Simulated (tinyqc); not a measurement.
Carrier lifetime of a p-type layer with SRH, radiative, Auger and surface recombination: effect of the temperature at dn = 4e14 cm^-3.

Uniform excess density dn = dp (no trapping), n = n0 + dn, p = p0 + dn, Boltzmann statistics, full ionisation. Surfaces enter as a rate 2 S dn/d, which holds while diffusion to them is fast.

Nc and Nv are given at 300 K and scale as (T/300 K)^1.5; all else is held fixed. ni = sqrt(Nc Nv) exp(-Eg/(2 Vt)), Eg in volts; majority density N/2 + sqrt(N^2/4 + ni^2), n0 p0 = ni^2; n1 = Nc exp(-Et/Vt), p1 = Nv exp((Et - Eg)/Vt); tn0 = 1/(sn vth Nt), tp0 = 1/(sp vth Nt). With e = n p - ni^2 = dn (n0 + p0 + dn): U_SRH = e/(tp0 (n + n1) + tn0 (p + p1)), U_rad = B e, U_Aug = (Cn n + Cp p) e, U_s = 2 S dn/d. Each tau is dn over its rate; tau = dn/U with U the sum. Here dn = 4e14 cm^-3.

Values chosen for this exercise; band and dielectric values close to those of cadmium telluride: band gap Eg = 1.52 eV; conduction-band density of states at the reference temperature Nc = 8.11e17 cm^-3; valence-band density of states at the reference temperature Nv = 1.77e19 cm^-3; radiative coefficient B = 2.04e-10 cm^3/s; acceptor density N = 2.5e15 cm^-3; Auger coefficient (two electrons) Cn = 2.9e-30 cm^6/s; Auger coefficient (two holes) Cp = 6.6e-31 cm^6/s; trap density Nt = 2.2e12 cm^-3; capture cross-section for electrons sn = 2e-14 cm^2; capture cross-section for holes sp = 2e-16 cm^2; thermal velocity (both carriers) vth = 1.1e7 cm/s; trap level below the conduction band Et = 0.94 eV; surface recombination velocity (both faces) S = 0 cm/s; sample thickness d = 200 um.

Constants: q = 1.602176634e-19 C, kB = 1.380649e-23 J/K, Vt = kB T/q. Results are converted to the units shown.

The same in every row: tau_rad (s) = 1.690e-6; tau_Aug (s) = 0.1122.

Result of one run:

| T (K) | tau_SRH (s) | tau (s) | radiative share (%) | largest path |
|---|---|---|---|---|
| 280 | 3.056e-5 | 1.602e-6 | 94.76 | radiative |

What becomes of these results when the temperature T is changed from 280 to 240 K, all else the same?

Result of the changed run:

| T (K) | tau_SRH (s) | tau (s) | radiative share (%) | largest path |
|---|---|---|---|---|
| 240 | 3.056e-5 | 1.602e-6 | 94.76 | radiative |

The whole series:

| T (K) | tau_SRH (s) | tau (s) | radiative share (%) | largest path |
|---|---|---|---|---|
| 200 | 3.056e-5 | 1.602e-6 | 94.76 | radiative |
| 240 | 3.056e-5 | 1.602e-6 | 94.76 | radiative |
| 280 | 3.056e-5 | 1.602e-6 | 94.76 | radiative |
| 320 | 3.056e-5 | 1.602e-6 | 94.76 | radiative |
| 360 | 3.056e-5 | 1.602e-6 | 94.76 | radiative |
| 400 | 3.057e-5 | 1.602e-6 | 94.76 | radiative |
| 440 | 3.057e-5 | 1.602e-6 | 94.76 | radiative |
| 480 | 3.059e-5 | 1.602e-6 | 94.76 | radiative |

Radiative recombination leads at T = 200 and in all other rows. tau_SRH stays near 3.06e-5 s and the total lifetime stays near 1.60e-6 s.

Computed by the program tinyqc: `OMP_NUM_THREADS=1 python tinyqc.py 2300125 2300126 out.jsonl`, one thread of a shared Intel Xeon 2.30GHz, about 0.01 s for the whole run.
